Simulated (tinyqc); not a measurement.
Mobility of a non-polar semiconductor in the relaxation-time approximation. From drift mobility mu back to carrier density n. Computed by tinyqc, a small Python program. Command: `OMP_NUM_THREADS=1 python tinyqc.py 3002878 3002879 out.jsonl rta inv`. One thread of a shared host (Intel(R) Xeon(R) Processor @ 2.30GHz), about 0.04 s of CPU time with the checks.

Each valley is treated as a sphere of mass m_d for states and rates, with one isotropic relaxation time; the conductivity mass m_c sets the current.

Inputs (values chosen for the exercise, modelled on electrons in silicon): longitudinal mass m_l = 0.921 m_0; transverse mass m_t = 0.187 m_0; equivalent valleys Z = 6; static permittivity eps_s = 11.7; density rho = 2329 kg/m^3; sound velocity v_l = 8890 m/s; acoustic deformation potential D_A = 10 eV; phonon energy hbar w = 62.5 meV; optical or intervalley deformation potential D_o = 4.7 1e8 eV/cm; final valleys Z_f = 5; compensation ratio C = 0; temperature T = 300 K.

Band: parabolic. Impurity formula: Brooks-Herring. Further scattering: none.

Constants: k_B = 8.617333262e-05 eV/K; m_0 = 9.1093837015e-31 kg; e = 1.602176634e-19 C; hbar = 1.054571817e-34 J s; eps_0 = 8.8541878128e-12 F/m; k_B = 1.380649e-23 J/K; hbar = 6.582119569e-16 eV s.

Method:
- m_d = (m_l m_t^2)^(1/3); 1/m_c = (1/m_l + 2/m_t)/3; Hall mass factor A = 3 K_m (K_m + 2)/(2 K_m + 1)^2, K_m = m_l/m_t; N_I = n (1 + C)/(1 - C).
- Parabolic band: E = hbar^2 k^2/(2 m), speed v = hbar k/m, states per spin, volume and energy g(E) = m k/(2 pi^2 hbar^2). Here m = m_d. Masses are multiplied by m_0 and all formulas are in SI units.
- The reduced Fermi level eta = E_F/(k_B T) solves n = 2 Z int g f dE with f = 1/(1 + exp(x - eta)) (Z = 1 unless valleys are given); screening length L_s = sqrt(eps_s eps_0 k_B T/(e^2 dn/deta)), dn/deta = 2 Z int g f (1 - f) dE.
- Integrals over x = E/(k_B T) use 160 Gauss-Legendre points in u = sqrt(x) from 0 to sqrt(max(eta, 0) + 32).
- Phonon occupation N_q = 1/(exp(hbar w/(k_B T)) - 1).
- Acoustic deformation potential (elastic, equipartition, absorption and emission together): 1/tau = 2 pi k_B T D_A^2 g(E)/(hbar rho v_l^2).
- Optical or intervalley deformation potential: 1/tau = (pi Z_f D_o^2/(rho w)) [N_q g(E + hbar w) + (N_q + 1) g(E - hbar w)], with g = 0 below the band edge.
- Each optical term is multiplied by (1 - f(E'))/(1 - f(E)), E' the final energy, for Pauli blocking.
- Singly charged impurities, momentum relaxation: 1/tau = N_I e^4 m (1 + 2 alpha E) Phi/(8 pi (eps_s eps_0)^2 hbar^3 k^3), with alpha = 0 for a parabolic band.
- Brooks-Herring: Phi = ln(1 + b) - b/(1 + b), b = 4 k^2 L_s^2.
- mu = (m_d/m_c) (2 Z e/(3 n k_B T)) int g v^2 tau f (1 - f) dE.
- Averages over x are split at the emission threshold x_0 = hbar w/(k_B T): 64 Gauss-Legendre points in sqrt(x) below it and 128 in sqrt(x - x_0) above it, up to x = max(eta, 0) + 32.
- Rates are added at each energy before the average. With <y> = int g v^2 y f (1 - f) dE: Hall factor r_H = A (3 n k_B T/(2 Z m_d)) <tau^2/(1 + 2 alpha E)>/<tau>^2 (alpha = 0 for a parabolic band); Hall mobility r_H mu; |S| = (k_B/e) (<x tau>/<tau> - eta); resistivity 1/(n e mu).

Question. A run gave the result below. Find the carrier density n, known to lie between 2e+19 and 3.4e+19 1/cm^3.

drift mobility mu = 332.5144 cm^2/(V s)

Answer.

Each step takes the trial c = (a f_b - b f_a)/(f_b - f_a), f being the result less the target and a, b, c the logarithms of the listed values; c replaces end b, the old b replaces a if the sign of f changed, and otherwise f_a is halved.

Scan of the range:
```
carrier density n (1/cm^3)  drift mobility mu (cm^2/(V s))
2.00e+19                                           344.027
2.18e+19                                           341.106
2.39e+19                                           338.008
2.61e+19                                           335.019
2.85e+19                                           331.968
3.11e+19                                           328.840
3.40e+19                                           325.503
```

False position (Illinois rule, in the logarithm of the input) inside the bracket:
```
step        end a        end b        trial  drift mobility mu (cm^2/(V s))
1     2.61000e+19  2.85000e+19  2.80548e+19                         332.521
2     2.85000e+19  2.80548e+19  2.80600e+19                         332.514
3     2.85000e+19  2.80600e+19  2.80600e+19                         332.514
4     2.80600e+19  2.80600e+19  2.80600e+19                         332.514
```

Drift mobility mu falls at every point of a 13-point scan of the range (every second point is shown), so one value fits; it is bracketed by 2.61e19 and 2.85e19. Answer: carrier density n = 2.806e19 1/cm^3.

Caution: above a few 1e18 per cm^3 the Born approximation, static screening and an unperturbed band are rough; measured mobilities are usually lower.
